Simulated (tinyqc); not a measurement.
Thermal displacements in the Debye model: Debye-Waller factors, bond-length spread and the Lindemann rule: one step, computed by the program tinyqc. Command: `OMP_NUM_THREADS=1 python tinyqc.py 3020787 3020788 out.jsonl debyewaller walk`. One thread of a shared host (Intel(R) Xeon(R) Processor @ 2.30GHz), about 0.01 s of CPU time with the checks.

A Debye spectrum with three branches of one velocity, cut at k_B Theta; 8 atoms per cube, nearest neighbours at d = 0.433013 a.

Task: Recoil-free fraction. A nucleus of this mass is supposed to emit a gamma ray of the energy chosen: recoil energy E_R = E^2/(2 M c^2), wave number k_g = E/(hbar c), recoil-free fraction f = exp(-k_g^2 <u_x^2>).

Inputs (values chosen for the exercise, modelled on silicon):
```
quantity,value,unit
atomic mass M,28.09,u
Debye temperature Theta,527,K
temperature T,295,K
gamma-ray energy E,14.4,keV
```

Structure: diamond.

<u_x^2> = 0.005975936 angstrom^2

Constants: e = 1.602176634e-19 C; u = 1.6605390666e-27 kg; c = 299792458 m/s; hbar = 6.582119569e-16 eV s; k_B = 8.617333262e-05 eV/K.

Give: recoil energy; k_g; recoil-free fraction f.

Result:

recoil energy = 3.9624 meV

k_g = 7.2975 1/angstrom

recoil-free fraction f = 0.72743
